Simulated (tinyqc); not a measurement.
# Thin-body transistor below threshold, two-dimensional Poisson equation on a small mesh: several studies

A thin body on a thick buried insulator of low permittivity, taken as carrying no normal field at the bottom of the body (row 0). Mobile charge is neglected (subthreshold), the body is fully depleted, and potentials are counted from the intrinsic level; rows run upward to the gate, columns from source to drain.

Inputs (values chosen for the exercise); semiconductor permittivity close to that of silicon:
- T = 293 K (temperature)
- eps_r = 11.7 (relative permittivity of the semiconductor)
- eox = 22 (relative permittivity of the insulator)
- tb = 5 nm (body thickness)
- tox = 3.3 nm (insulator thickness)
- L = 33 nm (channel length)
- Na = 0 cm^-3 (acceptor density of the depleted body)
- Vbi = 0.55 V (potential of the source)
- Vfb = 0.06 V (gate offset)
- Vg = 0.1 V (gate voltage)
- Vd = 0.7 V (drain voltage)

Constants: q = 1.602176634e-19 C, kB = 1.380649e-23 J/K, Vt = kB T/q, eps0 = 8.8541878128e-14 F/cm where lengths are in cm. Results are converted to the units shown.

Each table varies one quantity; the others keep the values above.

## Effect of the insulator thickness

Mesh: rows i = 0..12 in the semiconductor (step hs = tb/12, row 12 on the interface), then 8 step(s) ho = tox/8 up to the gate row 20; columns j = 0..80 (step hy = L/80). Box integration, divided by eps0: up_i = eps hy/h of the interval above row i, dn_i = that of the interval below (0 for row 0), lat_i = (sum of eps h/2 over the intervals above and below)/hy, s_i = -q Na w_i hy/eps0 with w_i the semiconductor height of the box (hs/2 for row 0 and the interface row, hs between, 0 in the insulator). Each free node obeys (up + dn + 2 lat) psi = up psi(above) + dn psi(below) + lat [psi(left) + psi(right)] + s. Fixed values: gate row Vg - Vfb; column 0 at Vbi and the last column at Vbi + Vd in the semiconductor, each running linearly to Vg - Vfb across the insulator. The system is solved directly. On row 0 the minimum of psi and its place come from a parabola through the three lowest nodes; barrier = Vbi - minimum, swing = Vt ln 10/(d psi/dVg), DIBL = (d psi/dVd)/(d psi/dVg) there. Lambda = pi/k with k the smallest positive root of tan(k tox) tan(k tb) = eox/eps_r.

Effect of the insulator thickness:
```
tox (nm)  L/Lambda  barrier (V)  place y/L  swing (mV/decade)  DIBL (mV/V)
1.3          2.888       0.4881     0.4523              59.96        9.314
1.8          2.745       0.4825     0.4498              60.46        11.83
2.5          2.555       0.4727     0.4460              61.33        16.23
3.5          2.304       0.4552     0.4398              62.95        24.45
4.8          2.016       0.4268     0.4308              65.78        38.66
6.6          1.694       0.3806     0.4169              71.01        64.51
```

As tox goes from 1.3 to 6.6 nm, the barrier falls from 0.488 to 0.381 V, the swing rises from 60.0 to 71.0 mV a decade and DIBL rises from 9.31 to 64.5 mV/V; the ideal swing is 58.1. L/Lambda goes from 2.9 to 1.7.

## Effect of the acceptor density of the depleted body

Same model as above.

Results:
```
Na (cm^-3)  L/Lambda  barrier (V)  place y/L  swing (mV/decade)  DIBL (mV/V)
0              2.352       0.4590     0.4411              62.59        22.62
5e17           2.352       0.4746     0.4421              62.57        22.77
1e18           2.352       0.4902     0.4430              62.56        22.93
3e18           2.352       0.5524     0.4464              62.51        23.49
5e18           2.352       0.6148     0.4494              62.48        24.01
```

Estimate the missing row, Na = 2e18 cm^-3.

Computed row:
```
Na (cm^-3)  L/Lambda  barrier (V)  place y/L  swing (mV/decade)  DIBL (mV/V)
2e18           2.352       0.5213     0.4448              62.54        23.21
```

With this row back in the table: As Na goes from 0 to 5e18 cm^-3, the barrier rises from 0.459 to 0.615 V, the swing stays near 62.5 mV a decade and DIBL rises from 22.6 to 24.0 mV/V; the ideal swing is 58.1. The barrier top moves from y/L = 0.441 to 0.449.

## Effect of the relative permittivity of the insulator

Same model as above.

Result of one run:
```
eox  L/Lambda  barrier (V)  place y/L  swing (mV/decade)  DIBL (mV/V)
30      2.513       0.4684     0.4448              61.72        18.21
```

What becomes of these results when the relative permittivity of the insulator eox is changed from 30 to 8.8, all else the same?

Result of the changed run:
```
eox  L/Lambda  barrier (V)  place y/L  swing (mV/decade)  DIBL (mV/V)
8.8     1.816       0.4058     0.4235              68.04        50.01
```

The whole series:
```
eox  L/Lambda  barrier (V)  place y/L  swing (mV/decade)  DIBL (mV/V)
3.9     1.342       0.3089     0.3940              81.17        112.5
5.9     1.577       0.3650     0.4113              72.97        74.12
8.8     1.816       0.4058     0.4235              68.04        50.01
13      2.051       0.4343     0.4325              65.00        34.83
20      2.300       0.4555     0.4398              62.92        24.32
30      2.513       0.4684     0.4448              61.72        18.21
```

As eox goes from 3.9 to 30, the barrier rises from 0.309 to 0.468 V, the swing falls from 81.2 to 61.7 mV a decade and DIBL falls from 112 to 18.2 mV/V; the ideal swing is 58.1. L/Lambda goes from 1.3 to 2.5.

tinyqc, about 0.1 s, one thread, Intel Xeon 2.30GHz (shared host): `OMP_NUM_THREADS=1 python tinyqc.py 2480004 2480005 out.jsonl`
